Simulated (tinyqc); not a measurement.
# On-chip interconnect, size-dependent resistivity and RC delay: course in time

A rectangular line between two neighbours and two ground planes. Surface and grain-boundary scattering are added to the bulk resistivity as corrections; capacitances are parallel-plate values without fringing; inductance is ignored.

6 equal pi sections: series Rs = r Lw/6; node capacitances c Lw/6, halved at nodes 0 and 6, with Cl added to node 6; Rd feeds node 0. Elmore delay of node k: the sum, over the resistors on the path to k, of resistance times all capacitance downstream of it.

A 1 V step is applied behind Rd at t = 0. C dv/dt = -G v + b, with G the conductance matrix of the ladder (1/Rs between neighbours, 1/Rd added at node 0) and b = (1 V/Rd, 0, ...). Trapezoidal step: (C/dt + G/2) v(new) = (C/dt - G/2) v + b. The last column solves the same ladder exactly by its modes.

Parameters, values chosen for the exercise:
```
symbol  value  unit            meaning
Rd        850   ohm  driver resistance
dt        3.4    ps          time step
```

Rs = 76.3410 ohm
C, node 0 to 6 (fF): 0.797209  1.59442  1.59442  1.59442  1.59442  1.59442  0.937209

Voltages (V):
```
t (ps)  node 0  node 3  node 6  node 6, exact
3.400    0.529  0.2727  0.2008         0.2394
6.800    0.494  0.5107  0.4871         0.4624
10.20    0.780  0.6341  0.6148         0.6201
13.60    0.734  0.7615  0.7381         0.7315
17.00    0.906  0.8152  0.8141         0.8102
20.40    0.853  0.8843  0.8665         0.8659
23.80    0.968  0.9063  0.9103         0.9052
27.20    0.913  0.9443  0.9320         0.9330
30.60    0.997  0.9523  0.9569         0.9527
34.00    0.944  0.9733  0.9653         0.9665
37.40    1.010  0.9756  0.9793         0.9764
40.80    0.961  0.9873  0.9823         0.9833
```

What do the numbers show?

The far end of the ladder reaches 0.5 V at 7.510 ps, 0.715 of its Elmore delay (ln 2 = 0.693 for a single pole); the slowest mode has a time constant of 9.796 ps. The largest error of the trapezoidal steps at that node is 39 mV. Node 0 swings up and down from step to step: the trapezoidal rule does not damp modes much faster than dt, so these swings are numerical.

Program tinyqc, `OMP_NUM_THREADS=1 python tinyqc.py 2100074 2100075 out.jsonl`; Intel Xeon 2.30GHz, shared host, one thread, about 0.01 s.
